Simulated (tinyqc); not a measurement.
# Depth and level of a trap from the time ratio

Question. For an oxide trap tc/te = exp(E/Vt) with E = E0 - dpsi - (xt/tox)(Vg - VT - dpsi), dpsi being the rise of the surface potential above its value at threshold. Find xt and E0, and the depth that would be read if dpsi were ignored.

Inputs (values chosen for the exercise):
```
symbol,value,unit,meaning
T,300,K,temperature
tox,1.7,nm,insulator thickness
```

Constants: q = 1.602176634e-19 C, kB = 1.380649e-23 J/K, Vt = kB T/q. Results are converted to the units shown.

Vg - VT (V): 0.28  0.43
tc/te: 2.6313588  0.18199404
dpsi (V): 0.067479907  0.079878463

Solution. E + dpsi is a straight line in the oxide voltage Vg - VT - dpsi with slope -xt/tox and intercept E0. Ignoring dpsi assigns the motion of the bands to the trap and overstates its depth.

xt = 0.7000 nm
E0 = 0.1800 eV
depth read without dpsi = 0.7827 nm

Computed by the program tinyqc: `OMP_NUM_THREADS=1 python tinyqc.py 2710013 2710014 out.jsonl`, one thread of a shared Intel Xeon 2.30GHz, about 0.01 s for the whole run.
